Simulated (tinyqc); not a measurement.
Estimate of lattice thermal conductivity from elastic moduli (Slack, Klemens and Cahill formulas): one step, computed by the program tinyqc.

An isotropic solid.

Question. Point defects and grains. High-temperature forms with the classical heat capacity. Klemens: kappa/kappa_0 = arctan(u)/u, u^2 = pi^2 Theta V Gamma kappa_0/(h v_m^2). Grains: 1/kappa_poly = 1/kappa + 1/(C v_m d/3), C = 3 k_B/(n V), the acoustic branches alone.

Inputs (values chosen for the exercise, for a model crystal):
```
quantity                     value        unit
volume per atom V             20.9  angstrom^3
atoms per primitive cell n       1           -
temperature T                  400           K
disorder parameter Gamma    0.0086           -
grain size d                   930          nm
```

Grueneisen parameter: from thermal expansion.

kappa of the perfect crystal = 15.54502 W/(m K)

Debye temperature Theta = 360.0355 K

v_m = 3331.073 m/s

Constants: h = 6.62607015e-34 J s; k_B = 1.380649e-23 J/K.

Give: disorder scale u; kappa with point defects; grain-boundary limit; kappa of the polycrystal.

Answer.

disorder scale u = 1.1621

kappa with point defects = 11.507 W/(m K)

grain-boundary limit = 2046.5 W/(m K)

kappa of the polycrystal = 11.443 W/(m K)

Point defects remove 26 % of kappa. Grains remove a further 1 %.
